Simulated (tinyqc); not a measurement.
Epitaxial growth on a vicinal surface: Burton-Cabrera-Frank step flow, step-edge barrier and island nucleation: one step, computed by the program tinyqc.

Adatoms land at rate F, hop on a square grid (a simplification for hexagonal faces), desorb, or join steps. Lengths are in units of a and n is the adatom coverage. Steps ascend at x = 0 and descend at x = l.

Problem. Scales. D = nu exp(-E_d/(k_B T)) (a^2/s, nu counted per direction); tau = exp(E_a/(k_B T))/nu; x_s = sqrt(D tau); n_eq = exp(-E_f/(k_B T)); terrace width l = h/(a tan(miscut)); Schwoebel length l_s = exp(E_s/(k_B T)) - 1. Temperatures in kelvin are T(C) + 273.15.

Inputs (values chosen for the exercise, close to those used for Si(111)): site spacing a = 3.84 angstrom; step height h = 3.14 angstrom; diffusion barrier E_d = 1.06 eV; desorption energy E_a = 3.12 eV; adatom formation energy E_f = 1.18 eV; step-edge barrier E_s = 0.27 eV; attempt frequency nu = 10 THz; miscut angle = 8 degrees; temperature T = 1110 C.

Constants: k_B = 8.617333262e-05 eV/K.

Give: D; lifetime tau; diffusion length x_s; equilibrium coverage n_eq; terrace width l; Schwoebel length l_s.

Solution.

D = 1.3730e+09 a^2/s

lifetime tau = 0.023352 s

diffusion length x_s = 5662.5 a

equilibrium coverage n_eq = 5.0169e-05

terrace width l = 5.8183 a

Schwoebel length l_s = 8.6338 a

l/x_s = 0.00103: nearly every adatom reaches a step.
